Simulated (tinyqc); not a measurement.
Inside a calculation. Method: Hueckel theory of the pi electrons with the omega technique, for the molecule [CH2+]c1ccccc1 (SMILES; centres numbered as the heavy atoms are written). Computed by tinyqc, a small Python program that keeps every step. Settings: charge = 1, omega = 0.6, damping = 0.3. Command: `OMP_NUM_THREADS=1 python tinyqc.py 28184 28185 out.jsonl` (the two numbers bound the seeds that draw the settings). One thread of a shared host (Intel(R) Xeon(R) Processor @ 2.60GHz), about 0.01 s of CPU time with the checks.

## The Hueckel matrix

Centres:
```
centre  z_r, pi electrons of the neutral centre         h
1C                                            1  0.000000
2C                                            1  0.000000
3C                                            1  0.000000
4C                                            1  0.000000
5C                                            1  0.000000
6C                                            1  0.000000
7C                                            1  0.000000
```

Bonds:
```
i  j  k
1  2  1
2  3  1
3  4  1
4  5  1
5  6  1
6  7  1
7  2  1
```

H_rr = alpha + h_r beta, H_rs = k_rs beta for bonded centres.

Hueckel matrix in units of beta (H = alpha + beta A), order 1C, 2C, 3C, 4C, 5C, 6C, 7C:
$$\begin{pmatrix}
0.000000 & 1.000000 & 0.000000 & 0.000000 & 0.000000 & 0.000000 & 0.000000 \\
1.000000 & 0.000000 & 1.000000 & 0.000000 & 0.000000 & 0.000000 & 1.000000 \\
0.000000 & 1.000000 & 0.000000 & 1.000000 & 0.000000 & 0.000000 & 0.000000 \\
0.000000 & 0.000000 & 1.000000 & 0.000000 & 1.000000 & 0.000000 & 0.000000 \\
0.000000 & 0.000000 & 0.000000 & 1.000000 & 0.000000 & 1.000000 & 0.000000 \\
0.000000 & 0.000000 & 0.000000 & 0.000000 & 1.000000 & 0.000000 & 1.000000 \\
0.000000 & 1.000000 & 0.000000 & 0.000000 & 0.000000 & 1.000000 & 0.000000
\end{pmatrix}$$

## Orbitals, round 1

pi electrons, sum of z_r less the charge = 6

Diagonalise; E = alpha + x beta with beta < 0, so the largest x are filled first; degenerate levels share their electrons. P = sum n_i c_ri c_si; each orbital has its largest coefficient positive (the first on a tie).

x values: [2.101003, 1.259280, 1.000000, 0.000000, -1.000000, -1.259280, -2.101003]

occupations: [2.000000, 2.000000, 2.000000, 0.000000, 0.000000, 0.000000, 0.000000]

coefficients, order 1C, 2C, 3C, 4C, 5C, 6C, 7C:
$$\begin{pmatrix}
0.237982 & -0.397052 & 0.000000 & 0.755929 & 0.000000 & -0.397052 & -0.237982 \\
0.500000 & -0.500000 & 0.000000 & 0.000000 & 0.000000 & 0.500000 & 0.500000 \\
0.406260 & -0.116294 & 0.500000 & -0.377964 & 0.500000 & -0.116294 & -0.406260 \\
0.353553 & 0.353553 & 0.500000 & 0.000000 & -0.500000 & -0.353553 & 0.353553 \\
0.336557 & 0.561517 & 0.000000 & 0.377964 & 0.000000 & 0.561517 & -0.336557 \\
0.353553 & 0.353553 & -0.500000 & 0.000000 & 0.500000 & -0.353553 & 0.353553 \\
0.406260 & -0.116294 & -0.500000 & -0.377964 & -0.500000 & -0.116294 & -0.406260
\end{pmatrix}$$

charge and bond-order matrix P, order 1C, 2C, 3C, 4C, 5C, 6C, 7C:
$$\begin{pmatrix}
0.428571 & 0.635034 & 0.285714 & -0.112480 & -0.285714 & -0.112480 & 0.285714 \\
0.635034 & 1.000000 & 0.522554 & 0.000000 & -0.224960 & 0.000000 & 0.522554 \\
0.285714 & 0.522554 & 0.857143 & 0.705037 & 0.142857 & -0.294963 & -0.142857 \\
-0.112480 & 0.000000 & 0.705037 & 1.000000 & 0.635034 & 0.000000 & -0.294963 \\
-0.285714 & -0.224960 & 0.142857 & 0.635034 & 0.857143 & 0.635034 & 0.142857 \\
-0.112480 & 0.000000 & -0.294963 & 0.000000 & 0.635034 & 1.000000 & 0.705037 \\
0.285714 & 0.522554 & -0.142857 & -0.294963 & 0.142857 & 0.705037 & 0.857143
\end{pmatrix}$$

## Omega technique, round 1

h_r = h_r(0) + omega q_r, omega = 0.6, with q_r = z_r - P_rr; 0.3 of the old diagonal is kept.

matrix after round 1, order 1C, 2C, 3C, 4C, 5C, 6C, 7C:
$$\begin{pmatrix}
0.240000 & 1.000000 & 0.000000 & 0.000000 & 0.000000 & 0.000000 & 0.000000 \\
1.000000 & 0.000000 & 1.000000 & 0.000000 & 0.000000 & 0.000000 & 1.000000 \\
0.000000 & 1.000000 & 0.060000 & 1.000000 & 0.000000 & 0.000000 & 0.000000 \\
0.000000 & 0.000000 & 1.000000 & 0.000000 & 1.000000 & 0.000000 & 0.000000 \\
0.000000 & 0.000000 & 0.000000 & 1.000000 & 0.060000 & 1.000000 & 0.000000 \\
0.000000 & 0.000000 & 0.000000 & 0.000000 & 1.000000 & 0.000000 & 1.000000 \\
0.000000 & 1.000000 & 0.000000 & 0.000000 & 0.000000 & 1.000000 & 0.060000
\end{pmatrix}$$

## Orbitals, round 2

As before.

x values: [2.142630, 1.321306, 1.030450, 0.162181, -0.970450, -1.204095, -2.062022]

occupations: [2.000000, 2.000000, 2.000000, 0.000000, 0.000000, 0.000000, 0.000000]

coefficients, order 1C, 2C, 3C, 4C, 5C, 6C, 7C:
$$\begin{pmatrix}
0.264444 & -0.437281 & 0.000000 & 0.749370 & 0.000000 & -0.361365 & -0.216135 \\
0.503139 & -0.472835 & 0.000000 & -0.058315 & 0.000000 & 0.521845 & 0.497548 \\
0.406799 & -0.093739 & 0.507441 & -0.379414 & -0.492446 & -0.133493 & -0.404910 \\
0.344072 & 0.354601 & 0.492446 & 0.019546 & 0.507441 & -0.353097 & 0.361680 \\
0.330421 & 0.562276 & 0.000000 & 0.382584 & 0.000000 & 0.558656 & -0.340883 \\
0.344072 & 0.354601 & -0.492446 & 0.019546 & -0.507441 & -0.353097 & 0.361680 \\
0.406799 & -0.093739 & -0.507441 & -0.379414 & 0.492446 & -0.133493 & -0.404910
\end{pmatrix}$$

charge and bond-order matrix P, order 1C, 2C, 3C, 4C, 5C, 6C, 7C:
$$\begin{pmatrix}
0.522291 & 0.679628 & 0.297132 & -0.128145 & -0.316990 & -0.128145 & 0.297132 \\
0.679628 & 0.953444 & 0.498000 & 0.010897 & -0.199232 & 0.010897 & 0.498000 \\
0.297132 & 0.498000 & 0.863538 & 0.713231 & 0.163415 & -0.286319 & -0.166449 \\
-0.128145 & 0.010897 & 0.713231 & 0.973262 & 0.626145 & 0.003249 & -0.286319 \\
-0.316990 & -0.199232 & 0.163415 & 0.626145 & 0.850664 & 0.626145 & 0.163415 \\
-0.128145 & 0.010897 & -0.286319 & 0.003249 & 0.626145 & 0.973262 & 0.713231 \\
0.297132 & 0.498000 & -0.166449 & -0.286319 & 0.163415 & 0.713231 & 0.863538
\end{pmatrix}$$

## Omega technique, round 2

As before.

matrix after round 2, order 1C, 2C, 3C, 4C, 5C, 6C, 7C:
$$\begin{pmatrix}
0.272638 & 1.000000 & 0.000000 & 0.000000 & 0.000000 & 0.000000 & 0.000000 \\
1.000000 & 0.019553 & 1.000000 & 0.000000 & 0.000000 & 0.000000 & 1.000000 \\
0.000000 & 1.000000 & 0.075314 & 1.000000 & 0.000000 & 0.000000 & 0.000000 \\
0.000000 & 0.000000 & 1.000000 & 0.011230 & 1.000000 & 0.000000 & 0.000000 \\
0.000000 & 0.000000 & 0.000000 & 1.000000 & 0.080721 & 1.000000 & 0.000000 \\
0.000000 & 0.000000 & 0.000000 & 0.000000 & 1.000000 & 0.011230 & 1.000000 \\
0.000000 & 1.000000 & 0.000000 & 0.000000 & 0.000000 & 1.000000 & 0.075314
\end{pmatrix}$$

## Convergence

Each round sets h_r = h_r(0) + omega (z_r - P_rr), keeping the share named as damping of the old diagonal; repeat until output and input diagonals agree to 1e-6.

Rounds:
```
round   sum n x  largest |h(out) - h(in)|
1      8.720566                  3.43e-01
2      8.988773                  4.66e-02
3      9.090470                  9.54e-03
4      9.122362                  2.73e-03
5      9.132014                  7.79e-04
6      9.134919                  2.25e-04
7      9.135792                  6.58e-05
8      9.136054                  1.94e-05
9      9.136133                  5.75e-06
10     9.136156                  1.71e-06
11     9.136163                  5.11e-07
```

Converged in 11 rounds.

## Energy, charges, bond orders

final x values: [2.167676, 1.349815, 1.050590, 0.196434, -0.950451, -1.176487, -2.037582]

occupations: [2.000000, 2.000000, 2.000000, 0.000000, 0.000000, 0.000000, 0.000000]

final P, order 1C, 2C, 3C, 4C, 5C, 6C, 7C:
$$\begin{pmatrix}
0.530331 & 0.683838 & 0.297213 & -0.129009 & -0.319089 & -0.129009 & 0.297213 \\
0.683838 & 0.951820 & 0.495547 & 0.012183 & -0.196501 & 0.012183 & 0.495547 \\
0.297213 & 0.495547 & 0.862762 & 0.713700 & 0.165823 & -0.285780 & -0.169493 \\
-0.129009 & 0.012183 & 0.713700 & 0.970337 & 0.625527 & 0.002592 & -0.285780 \\
-0.319089 & -0.196501 & 0.165823 & 0.625527 & 0.851651 & 0.625527 & 0.165823 \\
-0.129009 & 0.012183 & -0.285780 & 0.002592 & 0.625527 & 0.970337 & 0.713700 \\
0.297213 & 0.495547 & -0.169493 & -0.285780 & 0.165823 & 0.713700 & 0.862762
\end{pmatrix}$$

E = sum n x; q_r = z_r - P_rr; bond order p = P_rs; free valence = sqrt(3) - sum of p over the bonds of the atom.

pi energy = 6 alpha + this times beta = 9.136163

pi charges: 1C 0.469669, 2C 0.048180, 3C 0.137238, 4C 0.029663, 5C 0.148349, 6C 0.029663, 7C 0.137238

Bond orders and lengths from R = 1.517 - 0.180 p (angstrom, C-C alone):
```
bond         p         R
1-2   0.683838  1.393909
2-3   0.495547  1.427801
3-4   0.713700  1.388534
4-5   0.625527  1.404405
5-6   0.625527  1.404405
6-7   0.713700  1.388534
7-2   0.495547  1.427801
```

free valence of the carbons: 1C 1.048212, 2C 0.057118, 3C 0.522803, 4C 0.392824, 5C 0.480997, 6C 0.392824, 7C 0.522803

gap between the highest filled and the next level = 0.854156 |beta|
